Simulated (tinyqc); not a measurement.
# Worked calculation: frequency dispersion of an accumulation capacitance by border traps, distributed model

Numbers from tinyqc (`OMP_NUM_THREADS=1 python tinyqc.py 2202010 2202011 out.jsonl`; about 0.5 s on one thread of a shared Intel Xeon 2.30GHz). Printed values are rounded.

Traps spread evenly through the insulator exchange electrons with the semiconductor by tunnelling, with tau(x) = t0 exp(2 ka x) at depth x from the interface. The admittance per area Y seen at depth x obeys dY/dx = -Y^2/(i w eps0 eox) + q Nb ln(1 + i w tau)/tau, with Y(0) = i w Cs and w = 2 pi f; the gate sees Y(tox) = G + i w C. Working variable y = Y/(i w), in uF/cm^2. Cox = eps0 eox/tox.

Inputs (values chosen for the exercise); permittivity close to that of hafnium oxide:
- eox = 18.1 (relative permittivity of the insulator)
- tox = 8.7 nm (insulator thickness)
- Cs = 0.61 uF/cm^2 (semiconductor capacitance in accumulation)
- Nb = 6.8e18 cm^-3 eV^-1 (density of border traps)
- ka = 5.2 1/nm (decay constant of the wave function in the insulator)
- t0 = 1e-10 s (time constant of a trap at the interface)
- f = 100 Hz (frequency)
- xe = 2.1 nm (depth down to which the steps are taken)

Constants: q = 1.602176634e-19 C, eps0 = 8.8541878128e-14 F/cm where lengths are in cm. Results are converted to the units shown.

## Scales and lumped estimate

Cox; trap-free value 1/(1/Cox + 1/Cs); response depth d = ln(1/(w t0))/(2 ka), where w tau = 1; lumped estimate: all traps within d act as C_bt = q Nb d placed at d/2, so C = 1/{1/[1/(1/Cs + d/(2 eps0 eox)) + C_bt] + (tox - d/2)/(eps0 eox)}.

Cox = 1.84208 uF/cm^2
trap-free C = 0.458251 uF/cm^2
d = 1.59450 nm
C_bt = 0.173718 uF/cm^2
lumped C = 0.555857 uF/cm^2

The traps within reach amount to 0.285 Cs and lie in the first 18.3 % of the insulator.

## Midpoint steps through the active depth

In terms of y: dy/dx = -y^2/(eps0 eox) + s(x), s = q Nb ln(1 + z)/z, z = i w tau. 8 midpoint steps of h = xe/8: y_half = y + (h/2) y'(x, y), y(new) = y + h y'(x + h/2, y_half).

| point | x (nm) | s (uF/(cm^2 nm)) | y (uF/cm^2) |
|---|---|---|---|
| 0 | 0 | 0.108948+0.000000i | 0.610000+0.000000i |
| 1 | 0.2625 | 0.108948+0.000000i | 0.632277+0.000000i |
| 2 | 0.525 | 0.108948-0.000001i | 0.654097+0.000000i |
| 3 | 0.7875 | 0.108948-0.000012i | 0.675455-0.000001i |
| 4 | 1.05 | 0.108948-0.000189i | 0.696345-0.000014i |
| 5 | 1.31250 | 0.108845-0.002897i | 0.716763-0.000207i |
| 6 | 1.575 | 0.091366-0.034079i | 0.736304-0.003112i |
| 7 | 1.83750 | 0.012977-0.022022i | 0.738582-0.013742i |
| 8 | 2.1 | 0.000889-0.002984i | 0.730623-0.015616i |

## Capacitance and conductance at the gate

y at xe = 0.730623-0.015616i uF/cm^2

Beyond xe the traps are ignored, so 1/y(tox) = 1/y(xe) + (tox - xe)/(eps0 eox); C = Re y, G/w = -Im y, loss tangent G/(w C).

y at the gate = 0.561678-0.009227i uF/cm^2
C = 0.561678 uF/cm^2
G/w = 0.00922729 uF/cm^2
loss tangent = 0.0164281

A fine integration over the whole insulator gives C = 0.56221 and G/w = 0.009360 uF/cm^2; the coarse G/w is 1.4 % below that. The fine C is 23 % above the trap-free value, and the lumped estimate is 1.1 % below the fine result.
